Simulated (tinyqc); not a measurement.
Inside a calculation: polar nitride quantum well with polarisation fields. Values are carried at full precision from step to step, so a last printed digit may differ when a step is redone from the rounded ones.

Growth along [0001]. e_par = (a_sub - a)/a, Ppz = 2 e_par (e31 - e33 C13/C33), P = Psp + Ppz in each layer; strain relaxation and the strain shift of the gaps are left out, although thick layers with more than about 1 % mismatch would relax.

Constants: hbar^2/2m0 = 3.80998211 eV angstrom^2; hc = 1239.841984 eV nm.

Inputs chosen for the exercise (near those of an InGaN well in GaN; not measured data):
- a_w = 3.271 angstrom (lattice constant a, well)
- a_b = 3.189 angstrom (lattice constant a, barrier)
- a_sub = 3.189 angstrom (in-plane lattice constant of the stack)
- Psp_w = -0.0287 C/m^2 (spontaneous polarisation)
- Psp_b = -0.0342 C/m^2 (spontaneous polarisation)
- e31_w = -0.346 C/m^2
- e31_b = -0.338 C/m^2
- e33_w = 0.732 C/m^2
- e33_b = 0.647 C/m^2
- C_w = 0.291 (C13/C33)
- C_b = 0.259 (C13/C33)
- Lw = 34 angstrom (well width)
- Lb = 40 angstrom (barrier width)
- eps_w = 11.5 (dielectric constant)
- eps_b = 10.3 (dielectric constant)
- Eg = 2.56 eV (gap of the well)
- Vc = 0.599 eV (conduction offset)
- Vv = 0.282 eV (valence offset)
- me = 0.17 m0 (electron, well)
- meb = 0.2 m0 (electron, barrier)
- mh = 1.7 m0 (hole, everywhere)

## Strain and polarisation

Give strain and polarisation of well and barrier; the bound sheet charge is |P_w - P_b|/e with e = 1.602176634e-19 C.

Layers:
```
layer       e_par  Ppz (C/m^2)  P (C/m^2)
well     -0.02507      0.02803   -0.00067
barrier   0.00000      0.00000   -0.03420
```

sheet charge = 2.093 x 1e13/cm^2

Of P_w - P_b = +0.0335 C/m^2 the piezoelectric part gives +0.0280 and the spontaneous part +0.0055.

## Built-in fields

In a periodic stack without free charge the potential drop over a period vanishes: F_w = (P_b - P_w) Lb/(eps0 (eps_w Lb + eps_b Lw)), F_b = -F_w Lw/Lb, eps0 = 8.8541878e-12 F/m; 1 MV/cm = 1e8 V/m = 0.01 V/angstrom.

Give both fields and the drop |F_w| Lw across the well.

F_w = -1.869 MV/cm
F_b = 1.589 MV/cm
drop = 0.636 eV

## Levels with and without the field

Envelope functions on cells of 0.25 angstrom over barrier, well, barrier (widths Lb, Lw, Lb), psi = 0 beyond, psi'/m continuous (mean mass between points), c = hbar^2/2m0. With u(z) the integral of e F (F_w in the well, F_b = -F_w Lw/Lb in the barriers, 1 MV/cm = 0.01 V/angstrom), zero at the centre of the well, the electron sees u plus Vc in the barriers and the hole -u plus Vv. The transition is Eg + E_e + E_h; excitons are left out.

Ground states of electron and hole, their centres, the squared overlap, the transition and its wavelength hc/E.

Results:
```
case            E_e (eV)  E_h (eV)  <z>_e  <z>_h  overlap^2  E (eV)     nm
no field          0.0979    0.0140    0.0    0.0      0.969  2.6719  464.0
built-in field    0.0219   -0.1574    7.9  -12.6     0.0672  2.4244  511.4
```

The field shifts the line by -248 meV, below the gap of the well material, pulls the carriers 20.4 angstrom apart and, with the rate proportional to overlap^2, lengthens the radiative lifetime by a factor 14.4.

## Estimate from two triangular wells

For a strong field: E = Eg - |e F_w| Lw + a0 (c (e F_w)^2)^(1/3) (me^(-1/3) + mh^(-1/3)), a0 = 2.338107, hard walls, c = hbar^2/2m0, 1 MV/cm = 0.01 V/angstrom.

electron term = 0.4643 eV
hole term = 0.2155 eV
E = 2.6042 eV

Both terms lie below the drop across the well, but the estimate also takes the near wall as infinitely high. Against the grid result 2.4244 eV the estimate errs by +180 meV: +125 from the electron and +55 from the hole, since hard walls stand in for offsets of 0.599 and 0.282 eV into which the carriers leak.

## Checks

- Electron level without field against the matching condition of the square well, eV: both 0.098.

(tinyqc, `OMP_NUM_THREADS=1 python tinyqc.py 1250671 1250672 out.jsonl`, Intel(R) Xeon(R) Processor @ 2.30GHz, 1 thread, shared host, about 0.02 s.)
